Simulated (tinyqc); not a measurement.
Where in the gap a trap does harm: carrier lifetime from Shockley-Read-Hall, radiative, Auger and surface recombination. Computed by tinyqc, a small Python program. Command: `OMP_NUM_THREADS=1 python tinyqc.py 3021722 3021723 out.jsonl lifetime walk`. One thread of a shared host (Intel(R) Xeon(R) Processor @ 2.30GHz), about 0.03 s of CPU time with the checks.

Energies are counted from the top of the valence band. Boltzmann statistics, full ionisation, and equal excess densities of electrons and holes.

Inputs (values chosen for the exercise, for a model semiconductor): gap E_g = 1.24 eV; electron mass m_e = 0.249 m_0; valleys M_c = 6; hole mass m_h = 0.817 m_0; temperature T = 250 K; doping N = 1.7e+16 cm^-3; trap level E_t = 0.198 eV; trap density N_t = 1.2e+14 cm^-3; electron cross-section sigma_n = 5.5e-15 cm^2; hole cross-section sigma_p = 1.8e-15 cm^2.

Doping: p-type. Surface term: none.

Constants: m_0 = 9.1093837015e-31 kg; k_B = 1.380649e-23 J/K; h = 6.62607015e-34 J s; k_B = 8.617333262e-05 eV/K.

Method:
- N_c = 2 M_c (2 pi m_e k_B T/h^2)^(3/2) and N_v = 2 (2 pi m_h k_B T/h^2)^(3/2), masses in units of m_0.
- n_i = sqrt(N_c N_v) exp(-E_g/2 k_B T); majority density N/2 + sqrt(N^2/4 + n_i^2), minority density n_i^2 over it.
- v = sqrt(3 k_B T/m) with m_e or m_h; tau_n0 = 1/(sigma_n v_n N_t), tau_p0 = 1/(sigma_p v_p N_t); n1 = N_c exp(-(E_g - E_t)/k_B T), p1 = N_v exp(-E_t/k_B T).
- Low injection: tau = [tau_p0 (n_0 + n1) + tau_n0 (p_0 + p1)]/(n_0 + p_0). Depleted region (n = p = 0): generation lifetime tau_g = (tau_p0 n1 + tau_n0 p1)/n_i. n1 = N_c exp(-(E_g - E_t)/k_B T), p1 = N_v exp(-E_t/k_B T).

tau_p0 = 3.92491e-07 s

n_0 = 0.00118750 cm^-3

N_c = 1.42315e+19 cm^-3

tau_n0 = 7.09133e-08 s

p_0 = 1.70e+16 cm^-3

N_v = 1.40972e+19 cm^-3

n_i = 4.49306e+06 cm^-3

The same trap at other energies:
```
E_t (eV)  SRH lifetime (s)  generation lifetime (s)
0.074           1.9660e-06               7.1704e+03
0.186           8.1380e-08               3.9603e+01
0.310           7.0946e-08               1.2531e-01
0.434           7.0913e-08               3.9652e-04
0.558           7.0913e-08               1.2769e-06
0.620           7.0913e-08               4.6493e-07
0.682           7.0913e-08               7.0145e-06
0.806           7.0914e-08               2.2156e-03
0.930           7.1098e-08               7.0019e-01
1.054           1.2940e-07               2.2128e+02
1.166           1.0660e-05               4.0065e+04
```

What follows from these numbers?

The SRH lifetime (other channels left aside) stays within 10 % of its least value, among these rows, from E_t = 0.31 to 0.93 eV. The generation lifetime has a sharp minimum, among these rows at 0.62 eV and exactly at 0.601 eV, where tau_p0 n1 = tau_n0 p1, since generation needs two thermal jumps and the larger one rules.

Extremes, crossings and ranges named in words are read from the listed rows.
